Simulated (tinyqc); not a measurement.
## Amplitude against the length of the filling pulse

In DLTS the amplitude of the capacitance transient follows the share of traps filled by the pulse. In the neutral layer an empty trap fills as 1 - exp(-tp/tc), tc = 1/(sn vth(T) Nd), vth(T) = vth (T/300 K)^0.5; emission during the pulse and slow capture at the depletion edge are neglected.

Inputs (values chosen for the exercise):
```
symbol    value   unit                       meaning
vth       3.5e7   cm/s     thermal velocity at 300 K
Nd         1e16  cm^-3         shallow donor density
sn      4.5e-15   cm^2         capture cross-section
T           136      K  temperature of the transient
```

Amplitude against the length of the filling pulse:
```
tp (s)	tp/tc	amplitude over its full value	ln(1 - that)
4e-11	0.04242	0.04153	-0.04242
6.9e-11	0.07317	0.07056	-0.07317
1.2e-10	0.1273	0.1195	-0.1273
2.1e-10	0.2227	0.1996	-0.2227
3.7e-10	0.3924	0.3245	-0.3924
6.4e-10	0.6787	0.4927	-0.6787
1.1e-9	1.166	0.6885	-1.166
1.9e-9	2.015	0.8667	-2.015
3.4e-9	3.606	0.9728	-3.606
5.9e-9	6.257	0.9981	-6.257
```

The amplitude rises from 0.0415 to 0.998 of its full value. The last column is linear in tp with slope -1/tc, tc = 9.43e-10 s, which gives the cross-section from Nd and vth, independently of the Arrhenius intercept; 99 % filling needs 4.34e-9 s.

Numbers from tinyqc (`OMP_NUM_THREADS=1 python tinyqc.py 2050032 2050033 out.jsonl`; about 0.01 s on one thread of a shared Intel Xeon 2.30GHz).
